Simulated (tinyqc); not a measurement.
Electromigration in a confined line: Blech product, Korhonen stress evolution and Black's law: one step, computed by the program tinyqc.

The electron wind pushes atoms from the cathode (x = 0) to the anode (x = L); blocking ends build a back stress (tension positive). The input rho is taken not to change with temperature. d sigma/dt = d/dx [kappa (d sigma/dx + G)], with zero flux at both ends and sigma = 0 at t = 0.

Question. Time to nucleate a void. sigma(x, t) = G L [1/2 - x/L - 4 sum_(m odd) cos(m pi x/L) exp(-m^2 pi^2 s)/(m pi)^2], s = t/tau, summed to m = 399. Solve sigma(0, t) = sigma_c for s; the semi-infinite estimate is t = (pi/kappa) ((sigma_c)/(2 G))^2.

Inputs (values chosen for the exercise, close to those used for copper lines): critical stress sigma_c = 120 MPa; line length L = 180 um; test temperature T = 300 C.

Start: stress-free.

stress gradient G = 19.06563 MPa/um

tau = 443.7510 h

kappa = 2.028164e-14 m^2/s

Give: nucleation time; semi-infinite estimate.

Answer.

nucleation time = 0.4261 h

semi-infinite estimate = 0.4261 h

The two agree: the void nucleates before the far end is felt, so the time scales as 1/j^2 and not with L.
